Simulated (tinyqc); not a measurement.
What each input does: propagation of a band-gap error through k.p and effective-mass formulas.

Chain, for a gap E (the reference Eg or another value), with Ep and Dso kept: 1/me = 1 + Ep (E + 2 Dso/3)/(E (E + Dso)); g* = 2 - 2 Ep Dso/(3 E (E + Dso)); g1(E) = g1 + (Ep/3)(1/E - 1/Eg), g2(E) = g2 + (Ep/6)(1/E - 1/Eg), light hole 1/(g1 + 2 g2), heavy hole 1/(g1 - 2 g2) along [100]; optical constant ei(E) = 1 + (ei - 1)(EP/(EP + E - Eg))^2, static e0(E) = ei(E) + e0 - ei.

Donor: R = Ry me/e0^2, a_B = a0 e0/me, Mott density (0.26/a_B)^3. Nc, Nv = 2 (m kT/(4 pi c))^(3/2), c = hbar^2/2m0, ni = sqrt(Nc Nv) exp(-E/2kT). Exciton: Ry mu/e0^2 with 1/mu = 1/me + g1(E). 1 angstrom^-3 = 1e24 cm^-3.

Constants: Ry = 13.60569312 eV; a0 (Bohr radius) = 0.5291772105 angstrom; kB = 8.617333262e-05 eV/K; hbar^2/2m0 = 3.80998211 eV angstrom^2.

Parameters, chosen for this exercise (reference values near those of ZnSe, gap at low temperature; shifted at random, so the results belong to these values and not to a real crystal):
```
symbol  value  unit  meaning
Eg      2.789  eV    gap at Gamma to the s-like level
Dso     0.395  eV    spin-orbit splitting
Ep      24.6   eV    Kane energy
g1      3.78         Luttinger gamma1
g2      1.24         gamma2
e0      8.75         static dielectric constant
ei      5.81         optical dielectric constant
EP      7.2    eV    mean (Penn) gap
mh      0.55   m0    density-of-states mass of the holes
T       77     K     temperature
Eg2     1.311  eV    a wrong gap, of the size a semi-local functional can give
```

All at E = Eg2. Each row changes one parameter from the base and keeps the others.

Results:
```
case,me (m0),light hole (m0),e0,donor (meV),exciton (meV),log10 ni
base,0.0546,0.0776,11.56,5.563,4.010,-25.532
Eg2 = 1.206 eV,0.0507,0.0715,11.84,4.919,3.545,-22.120
Dso = 0.427 eV,0.0549,0.0776,11.56,5.590,4.024,-25.530
Ep = 26.568 eV,0.0508,0.0745,11.56,5.172,3.765,-25.556
g1 = 4.082,0.0546,0.0758,11.56,5.563,3.963,-25.532
EP = 7.776 eV,0.0546,0.0776,11.27,5.846,4.214,-25.532
ei = 6.275,0.0546,0.0776,11.83,5.311,3.828,-25.532
mh = 0.594 m0,0.0546,0.0776,11.56,5.563,4.010,-25.507
T = 83.16 K,0.0546,0.0776,11.56,5.563,4.010,-22.304
```

The largest shifts from the base row, up to three for each result and ties (the steps differ in size, so this ranks the rows, not the parameters). me (m0): Eg2 -0.0039, Ep -0.0038, Dso +0.0003; unchanged at the printed digits by g1, EP, ei, mh and T. light hole (m0): Eg2 -0.0060, Ep -0.0031, g1 -0.0018; unchanged at the printed digits by Dso, EP, ei, mh and T. e0: Eg2 +0.29, EP -0.28, ei +0.27; unchanged at the printed digits by Dso, Ep, g1, mh and T. donor (meV): Eg2 -0.644, Ep -0.391, EP +0.283; unchanged at the printed digits by g1, mh and T. exciton (meV): Eg2 -0.464, Ep -0.245, EP +0.204; unchanged at the printed digits by mh and T. log10 ni: Eg2 +3.412, T +3.228, mh +0.025; unchanged at the printed digits by g1, EP and ei.

Program tinyqc; command `OMP_NUM_THREADS=1 python tinyqc.py 1880906 1880907 out.jsonl`; about 0.01 s on one thread of a shared Intel(R) Xeon(R) Processor @ 2.30GHz.
